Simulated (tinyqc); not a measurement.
# Changing the distance d of the charges from the interface

Model: low-temperature mobility of a two-dimensional electron gas with static screening. Computed by tinyqc, a small Python program. Command: `OMP_NUM_THREADS=1 python tinyqc.py 3000161 3000162 out.jsonl twodeg sweep`. One thread of a shared host (Intel(R) Xeon(R) Processor @ 2.30GHz), about 0.06 s of CPU time with the checks.

One subband is filled, the gas is degenerate and scatters at the Fermi circle; one permittivity serves on both sides of the interface. All formulas are in SI units, masses times m_0. Piezoelectric and polar phonons are left out, and n_s is taken as set by a gate, independent of N_i.

Inputs (values chosen for the exercise, modelled on a silicon inversion layer):
```
quantity                     value    unit
in-plane mass m              0.195     m_0
mass across the layer m_z    0.944     m_0
permittivity eps              11.5       -
valley degeneracy g_v            2       -
sheet density n_s          1.5e+12  1/cm^2
depletion charge N_d       1.6e+11  1/cm^2
roughness height Delta        0.59      nm
correlation length Lambda      4.5      nm
remote charge density N_i  9.6e+11  1/cm^2
density rho                   2329  kg/m^3
sound velocity v_l            9220     m/s
deformation potential D_A       11      eV
temperature T                   60       K
```

Wave function: ideal sheet. Roughness spectrum: exponential.

Constants: m_0 = 9.1093837015e-31 kg; e = 1.602176634e-19 C; eps_0 = 8.8541878128e-12 F/m; hbar = 1.054571817e-34 J s; k_B = 1.380649e-23 J/K.

Method:
- k_F = sqrt(2 pi n_s/g_v); E_F = hbar^2 k_F^2/(2 m); q_TF = g_v m e^2/(2 pi eps eps_0 hbar^2); Fang-Howard parameter b = [12 m_z e^2 (N_d + 11 n_s/32)/(eps eps_0 hbar^2)]^(1/3), mean depth 3/b; effective field F = e (N_d + n_s/2)/(eps eps_0).
- Form factors of a sheet of zero thickness: G(q) = 1, P(q) = exp(-q d). Dielectric function eps(q) = 1 + q_TF G(q)/q, with q = 2 k_F sin(theta/2).
- Roughness: <|U|^2> = (e F)^2 S(q), S = pi Delta^2 Lambda^2/(1 + q^2 Lambda^2/2)^(3/2).
- 1/tau_t = (m/(pi hbar^3)) int_0^pi (1 - cos theta) <|U|^2>/eps(q)^2 dtheta; the quantum rate 1/tau_q drops the factor (1 - cos theta); 200 Gauss-Legendre points in s with theta = pi s^2, s from 0 to 1; mu = e tau_t/m.
- Remote charges: <|U|^2> = N_i [e^2 P(q)/(2 eps eps_0 q)]^2.
- Unscreened deformation potential in equipartition: 1/tau = m D_A^2 k_B T I/(rho v_l^2 hbar^3), I = int |psi|^4 dz = 3 b/16 for the Fang-Howard function (used for both wave-function options); mu = e tau/m. Bloch-Grueneisen temperature T_BG = 2 hbar v_l k_F/k_B.
- At the Fermi circle the rates add, so 1/mu is the sum; sheet resistance 1/(n_s e mu); mean free path hbar k_F mu/e; the quantum time adds the rates 1/tau_q, with the isotropic acoustic rate e/(m mu).

One run for each value; columns: (1) distance d of the charges from the interface (nm); (2) remote-charge mobility (cm^2/(V s)); (3) tau_t/tau_q, charges; (4) mobility mu (cm^2/(V s)); (5) tau_q, charges (ps):
```
(1)            (2)         (3)    (4)     (5)
0.50    1.5102e+03  1.2805e+00   1360  0.1308
0.97    2.0999e+03  1.4436e+00   1821  0.1613
1.90    3.9477e+03  1.8839e+00   3064  0.2323
3.60    1.1470e+04  3.2760e+00   6239  0.3882
7.10    6.6486e+04  9.9572e+00  11347  0.7403
14.00   5.0581e+05  3.9426e+01  13321  1.4224
27.00   3.4897e+06  1.4390e+02  13628  2.6887
52.00   2.4161e+07  5.2356e+02  13674  5.1163
100.00  1.6863e+08  1.9129e+03  13681  9.7733
```

Describe and explain the trends.

Over the rows, remote-charge mobility (cm^2/(V s)) rises from 1510 to 1.69e8 (exponent d ln y / d ln x 0.50 between the first rows and 3.0 between the last); tau_t/tau_q, charges rises from 1.28 to 1910 (exponent d ln y / d ln x 0.18 between the first rows and 2.0 between the last); mobility mu (cm^2/(V s)) rises from 1360 to 13700 (exponent d ln y / d ln x 0.44 between the first rows and 7.4e-4 between the last). At the high end the exponent of remote-charge mobility is 2.97, close to 3: the d^3 law of a wide spacer. tau_q grows only by a factor 74.7 while the remote-charge mobility grows by 112000: a spacer removes large-angle events first.

Caution (all rows): k_B T exceeds a quarter of E_F, so scattering at the Fermi circle alone and zero-temperature screening are rough. Caution (rows 0.500): k_F l is below 5, so the Boltzmann picture is near its limit and localisation corrections matter.
